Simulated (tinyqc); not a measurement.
Bias-temperature instability, empirical power law with universal recovery: recovery after a stress.

Threshold-voltage shift at the end of a stress: dV = A (V/V0)^g exp[-(Ea q/kB)(1/T - 1/T0)] (t/1 s)^n. After a delay tr the permanent share pp stays and the rest falls by r = 1/(1 + B (tr/t)^be). An empirical model: its parameters are fits, not properties.

At V0 and T0 after the stress time ts.

Parameters, values chosen for the exercise:
- V0 = 1.5 V (reference stress voltage)
- T0 = 373 K (reference temperature)
- A = 23 mV (shift after 1 s at V0 and T0)
- n = 0.18 (time exponent)
- g = 6.1 (voltage exponent)
- Ea = 0.12 eV (apparent activation energy of the shift)
- pp = 0.33 (permanent share)
- B = 3.1 (recovery scale)
- be = 0.19 (recovery dispersion)
- ts = 10000 s (stress time)

Constants: q = 1.602176634e-19 C, kB = 1.380649e-23 J/K. Results are converted to the units shown.

Result of one run:
```
tr (s)	tr/ts	share left	shift (mV)
8e5	80.00	0.4124	49.78
```

What becomes of these results when the delay before the measurement tr is changed from 8e5 to 4400 s, all else the same?

Result of the changed run:
```
tr (s)	tr/ts	share left	shift (mV)
4400	0.4400	0.5134	61.98
```

The whole series:
```
tr (s)	tr/ts	share left	shift (mV)
0.0097	9.700e-7	0.8777	105.9
0.13	1.300e-5	0.8206	99.05
1.8	1.800e-4	0.7481	90.30
24	0.002400	0.6675	80.57
320	0.03200	0.5865	70.80
4400	0.4400	0.5134	61.98
59000	5.900	0.4554	54.97
8e5	80.00	0.4124	49.78
```

The shift falls from 106 to 49.8 mV over 7.9 decades of time, towards the permanent 39.8 mV. Half of the recoverable part is gone at tr/ts = B^(-1/be) = 0.00259.

tinyqc, about 0.01 s, one thread, Intel Xeon 2.30GHz (shared host): `OMP_NUM_THREADS=1 python tinyqc.py 2070094 2070095 out.jsonl`
